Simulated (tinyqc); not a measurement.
Worked calculation: Landau levels of massive Dirac electrons in two valleys. Values are carried at full precision from step to step, so a last printed digit may differ when a step is redone from the rounded ones.

In a field B along z: l = 1/sqrt((e/hbar) B) is the magnetic length, n_B = B/(h/e) the number of states per area in one level, hbar wc = 2 muB B/m for mass m in m0; 1/angstrom^2 = 1e16/cm^2.

Constants: e/hbar = 1.519267448e-05 1/(T angstrom^2); h/e = 413566.7697 T angstrom^2; muB = 5.788381798e-05 eV/T; e^2/h = 3.874045865e-05 S.

Parameters, chosen for this exercise (near those of a WSe2 monolayer; the results hold for these values, not for the real material):
- B = 6.4 T (magnetic field)
- n = 2.1 x 1e11/cm^2 (electron sheet density)
- hv = 3.69 eV angstrom (hbar v)
- D = 1.73 eV (gap)

## Scales set by the field

Give l, n_B and the filling factor nu = n/n_B.

l = 101.41 angstrom
n_B = 1.5475 x 1e11/cm^2
nu = 1.357

## The lowest levels

H = hv (tau kx sx + ky sy) + (D/2) sz. Conduction levels E_N = sqrt(D^2/4 + 2N hv^2/l^2) - D/2 from the band edge; N = 1, 2, ... occur in both valleys, N = 0 in one valley only (its partner in the other valley lies at the valence edge). Each state is twofold in spin; spin splittings are left out, although in real dichalcogenides the spin-orbit splitting exceeds the level spacing and changes the filling sequence.

List the eight lowest, in meV, with the gap to the next.

Levels:
```
label  E (meV)  gap above (meV)
0        0.000            1.529
1        1.529            1.527
2        3.056            1.524
3        4.580            1.521
4        6.101            1.519
5        7.619            1.516
6        9.135            1.513
7       10.648            1.511
```

The largest of these gaps, 1.53 meV, first occurs above level 0 and is kB T at 18 K.

## Where EF lies

Level 0 takes 2 n_B electrons and each higher level 4 n_B. At zero temperature and without broadening EF sits in the partly filled level.

Fill the listed levels in order up to nu; give the partly filled level, its energy and its filled share.

level: 0

EF = 0.000 meV
filled share = 0.679

## Fields of the Hall plateaus

A plateau is centred where nu = n/n_B equals 2, 6, 10, 14, 18, 22; there rho_xy = h/(nu e^2).

Plateaus:
```
nu  B (T)  1/B (1/T)  rho_xy (kohm)
2   4.342     0.2303        12.9064
6   1.447     0.6909         4.3021
10  0.868     1.1514         2.5813
14  0.620     1.6120         1.8438
18  0.482     2.0726         1.4340
22  0.395     2.5331         1.1733
```

## Checks

- Level 2 from the matrix in 40 oscillator states against the formula, meV: both 3.056.

Computed by tinyqc, a small Python program: `OMP_NUM_THREADS=1 python tinyqc.py 1252080 1252081 out.jsonl` (the numbers bound the seed that draws the inputs); one thread of a shared host (Intel(R) Xeon(R) Processor @ 2.30GHz), about 0.02 s for the whole set of steps.
